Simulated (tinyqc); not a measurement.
Worked calculation: empirical pseudopotential in a few plane waves. One step of it, computed by the program tinyqc.

Question. Levels at G. Diagonalise the Hermitian matrix.

H(k) at G (eV):
```
           +0+0+0     -1-1-1     -1-1+1     -1+1-1     -1+1+1     +1-1-1     +1-1+1     +1+1-1
+0+0+0   0.000000   2.010722  -2.010722  -2.010722  -2.010722  -2.010722  -2.010722  -2.010722
-1-1-1   2.010722  13.553526   0.000000   0.000000  -0.068028   0.000000  -0.068028  -0.068028
-1-1+1  -2.010722   0.000000  13.553526   0.068028   0.000000   0.068028   0.000000   0.000000
-1+1-1  -2.010722   0.000000   0.068028  13.553526   0.000000   0.068028   0.000000   0.000000
-1+1+1  -2.010722  -0.068028   0.000000   0.000000  13.553526   0.000000   0.068028   0.068028
+1-1-1  -2.010722   0.000000   0.068028   0.068028   0.000000  13.553526   0.000000   0.000000
+1-1+1  -2.010722  -0.068028   0.000000   0.000000   0.068028   0.000000  13.553526   0.068028
+1+1-1  -2.010722  -0.068028   0.000000   0.000000   0.068028   0.000000   0.068028  13.553526
+1+1+1   2.010722   0.000000  -0.068028  -0.068028   0.000000  -0.068028   0.000000   0.000000
-2+0+0   0.000000  -2.010722  -2.010722  -2.010722   2.010722   0.760034  -0.760034  -0.760034
+0-2+0   0.000000  -2.010722  -2.010722   0.760034  -0.760034  -2.010722   2.010722  -0.760034
+0+0-2   0.000000  -2.010722   0.760034  -2.010722  -0.760034  -2.010722  -0.760034   2.010722
+0+0+2   0.000000  -0.760034   2.010722  -0.760034  -2.010722  -0.760034  -2.010722   0.760034
+0+2+0   0.000000  -0.760034  -0.760034   2.010722  -2.010722  -0.760034   0.760034  -2.010722
+2+0+0   0.000000  -0.760034  -0.760034  -0.760034   0.760034   2.010722  -2.010722  -2.010722

           +1+1+1     -2+0+0     +0-2+0     +0+0-2     +0+0+2     +0+2+0     +2+0+0
+0+0+0   2.010722   0.000000   0.000000   0.000000   0.000000   0.000000   0.000000
-1-1-1   0.000000  -2.010722  -2.010722  -2.010722  -0.760034  -0.760034  -0.760034
-1-1+1  -0.068028  -2.010722  -2.010722   0.760034   2.010722  -0.760034  -0.760034
-1+1-1  -0.068028  -2.010722   0.760034  -2.010722  -0.760034   2.010722  -0.760034
-1+1+1   0.000000   2.010722  -0.760034  -0.760034  -2.010722  -2.010722   0.760034
+1-1-1  -0.068028   0.760034  -2.010722  -2.010722  -0.760034  -0.760034   2.010722
+1-1+1   0.000000  -0.760034   2.010722  -0.760034  -2.010722   0.760034  -2.010722
+1+1-1   0.000000  -0.760034  -0.760034   2.010722   0.760034  -2.010722  -2.010722
+1+1+1  13.553526  -0.760034  -0.760034  -0.760034  -2.010722  -2.010722  -2.010722
-2+0+0  -0.760034  18.071368   0.068028   0.068028  -0.068028  -0.068028   0.000000
+0-2+0  -0.760034   0.068028  18.071368   0.068028  -0.068028   0.000000  -0.068028
+0+0-2  -0.760034   0.068028   0.068028  18.071368   0.000000  -0.068028  -0.068028
+0+0+2  -2.010722  -0.068028  -0.068028   0.000000  18.071368   0.068028   0.068028
+0+2+0  -2.010722  -0.068028   0.000000  -0.068028   0.068028  18.071368   0.068028
+2+0+0  -2.010722   0.000000  -0.068028  -0.068028   0.068028   0.068028  18.071368
```

Give: eigenvalues.

Answer.

eigenvalues (eV): [-2.0466, 9.7813, 9.7813, 9.7813, 11.1487, 13.4855, 13.4855, 13.4855, 15.8042, 17.9353, 17.9353, 20.9524, 21.7756, 21.7756, 21.7756]
